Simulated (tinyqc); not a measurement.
Resistance of a source-drain extension with a graded tip: one step of the calculation.

y runs along the channel, the gate covers y > 0. The doping is N0 for y < y0 and N0 10^(-(y - y0)/la) beyond, uniform over the depth xj. Sheet conductance s(y) = q mu(N) max(N - Nch, 0) xj + (for y > 0) ma Cox Vo, with mu(N) = u0 + (u1 - u0)/(1 + (N/Nr)^au) and Cox = eps0 eox/tox. Current is taken as one-dimensional; depletion of the tip, spreading and the contact are left out. The metallurgical junction lies at yj, where N = Nch.

Problem. Resistance of the overlapped part. Midpoint rule on 11 equal steps from 0 to yj: R_ov = sum h/s(y), per width.

Inputs (values chosen for the exercise); mobility law close to that of holes in silicon:
- eox = 24.7 (relative permittivity of the gate insulator (close to zirconium oxide))
- tox = 3.9 nm (insulator thickness)
- N0 = 5.2e19 cm^-3 (active doping of the extension far from the gate)
- la = 4.5 nm/decade (lateral abruptness)
- y0 = 4.4 nm (position under the gate where the fall begins (gate edge at 0))
- xj = 9 nm (depth of the extension)
- Nch = 8.9e17 cm^-3 (channel doping)
- Vo = 0.86 V (gate overdrive)
- ma = 36 cm^2/(V s) (mobility of the gate-induced layer)
- u1 = 470.5 cm^2/(V s) (mobility at low doping)
- u0 = 44.9 cm^2/(V s) (mobility at high doping)
- Nr = 2.23e17 cm^-3 (reference doping)
- au = 0.719 (exponent)

Constants: q = 1.602176634e-19 C, eps0 = 8.8541878128e-14 F/cm where lengths are in cm. Results are converted to the units shown.

Give: y; N; doped conductance; sheet resistance; R_ov.

Solution.

| point | y (nm) | N (cm^-3) | doped conductance (uS) | sheet resistance (ohm/square) |
|---|---|---|---|---|
| 0 | 0.56135 | 5.2000e19 | 391.94 | 1768.2 |
| 1 | 1.6841 | 5.2000e19 | 391.94 | 1768.2 |
| 2 | 2.8068 | 5.2000e19 | 391.94 | 1768.2 |
| 3 | 3.9295 | 5.2000e19 | 391.94 | 1768.2 |
| 4 | 5.0522 | 3.7246e19 | 290.28 | 2155.7 |
| 5 | 6.1749 | 2.0969e19 | 175.26 | 2866.4 |
| 6 | 7.2976 | 1.1806e19 | 107.17 | 3561.4 |
| 7 | 8.4203 | 6.6467e18 | 65.575 | 4180.8 |
| 8 | 9.5430 | 3.7421e18 | 38.825 | 4707.2 |
| 9 | 10.666 | 2.1068e18 | 20.270 | 5157.8 |
| 10 | 11.788 | 1.1861e18 | 6.1188 | 5563.8 |

R_ov = 39.593 ohm um

Numbers from tinyqc (`OMP_NUM_THREADS=1 python tinyqc.py 2282135 2282136 out.jsonl`; about 0.03 s on one thread of a shared Intel Xeon 2.30GHz).
